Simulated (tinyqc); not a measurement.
Comparisons within one model: strained quantum well: band edges, subbands and transparency. A value that a table varies takes the place of the one given here.

Growth on (001), barriers unstrained: tr(e) = e (2 - nu2), Z = b e (1 + nu2); Ec = Ev + Eg + ac tr(e), E_HH = Ev + av tr(e) + Z, E_LH = Ev + av tr(e) - Z (coupling to the split-off band left out).

Masses along z: me, 1/(g1 - 2 g2) for HH, 1/(g1 + 2 g2) for LH, likewise in the barrier; in the plane me, 1/(g1 + g2) for HH and 1/(g1 - g2) for LH (no mixing, which understates the hole masses away from k = 0). Level n solves k L + 2 atan[(k/m)/(kappa/mb)] = n pi, k = sqrt(m E/c), kappa = sqrt(mb (V - E)/c), c = hbar^2/2m0.

Transparency (Bernard-Duraffourg): Fc - Fv equals the lowest transition energy with n = p, n = sum m/(2 pi c) kB T ln(1 + exp((Fc - E)/kB T)) and p likewise over the listed subbands; c = hbar^2/2m0, 1/angstrom^2 = 1e16/cm^2.

Constants: hbar^2/2m0 = 3.80998211 eV angstrom^2; kB = 8.617333262e-05 eV/K; hc = 1239.841984 eV nm.

Parameters, chosen for this exercise (near those of an InGaAs/InP well; not measured data): nu2 = 0.98 (2 C12/C11); Eg = 0.848 eV (unstrained gap of the well); Ev = -0.619 eV (its valence edge); ac = -6.29 eV; av = 1.09 eV (Ev moves by av tr(e)); b = -1.92 eV (shear potential); Egb = 1.349 eV (gap of the barrier); Evb = -0.94 eV (its valence edge); L = 62 angstrom (well width); me = 0.0476 m0 (electron mass); g1 = 12.45 (gamma1); g2 = 4.76 (gamma2); meb = 0.08 m0; g1b = 5.08; g2b = 1.6; T = 350 K (temperature); es = (-0.02, -0.014, -0.008, -0.003, 0, 0.003, 0.007, 0.012) (strains); e = 0.0081 (strain in the plane); Ls = (30, 40, 55, 70, 90, 120) angstrom (widths).

## Strain as a design knob

Only the strain is changed; the unstrained gap and the masses are kept.

Results:
```
e (%)  wavelength (nm)  top hole  hh1 - lh1 (meV)  n_tr (1e12/cm^2)  share in top
-2.0              1277       hh1              190             0.501          0.83
-1.4              1291       hh1              148             0.505          0.82
-0.8              1310       hh1              105             0.518          0.77
-0.3              1328       hh1               69             0.552          0.67
0.0               1340       hh1               48             0.594          0.57
0.3               1352       hh1               27             0.661          0.45
0.7               1373       lh1               -2             0.786          0.67
1.2               1455       lh1              -38             0.708          0.85
```

What does this show?

n_tr is largest at e = +0.7 % (0.79), where hh1 - lh1 = -2 meV and the top subband holds 67 % of the holes, and smallest, 0.50, at -2.0 and -1.4 %. The top hole level turns from hh to lh, and the light from TE to TM, between +0.3 and +0.7 %. The wavelength runs from 1277 to 1455 nm.

## Width of the well

All levels anew.

Results:
```
L (angstrom)  wavelength (nm)  top hole  hh1 - lh1 (meV)  n_tr (1e12/cm^2)  share in top  n_tr/L (1e18/cm^3)
30                       1239       hh1               33             0.611          0.54                2.04
40                       1297       hh1               16             0.688          0.41                1.72
55                       1360       lh1               -3             0.772          0.69                1.40
70                       1419       lh1              -16             0.754          0.74                1.08
90                       1473       lh1              -28             0.752          0.77                0.84
120                      1524       lh1              -38             0.789          0.76                0.66
```

What can be read from the table?

The wavelength tunes by 285 nm. The sheet density at transparency changes from 0.61 to 0.79, the top hole subband holding 0.54 and 0.76 of the holes at the ends, while the volume density falls by a factor 3.1. Critical thickness and carrier escape are left out.

## What each parameter does

Edge wavelength, hh1 - lh1 and n_tr. Each row changes one parameter from the base and keeps the others.

Results:
```
case             wavelength (nm)  hh1 - lh1 (meV)  n_tr (1e12/cm^2)
base                      1390.2            -10.0             0.763
L = 54 angstrom           1355.3             -2.3             0.774
e = 0.0061                1365.8              4.3             0.769
Eg = 0.828 eV             1418.2            -10.0             0.762
b = -2.21 eV              1396.9            -18.9             0.742
ac = -5.66 eV             1383.1            -10.0             0.763
me = 0.0524 m0            1392.8            -10.0             0.809
g1 = 13.2                 1389.2            -12.1             0.731
T = 390 K                 1390.2            -10.0             0.860
```

What does this show?

The largest shifts from the base row, up to three for each result and ties (the steps differ in size, so this ranks the rows, not the parameters). wavelength (nm): L -34.9, Eg +28.0, e -24.4; unchanged at the printed digits by T. hh1 - lh1 (meV): e +14.4, b -8.9, L +7.7; unchanged at the printed digits by Eg, ac, me and T. n_tr (1e12/cm^2): T +0.097, me +0.046, g1 -0.032; unchanged at the printed digits by ac.

(tinyqc, `OMP_NUM_THREADS=1 python tinyqc.py 1252269 1252270 out.jsonl`, Intel(R) Xeon(R) Processor @ 2.30GHz, 1 thread, shared host, about 0.01 s.)
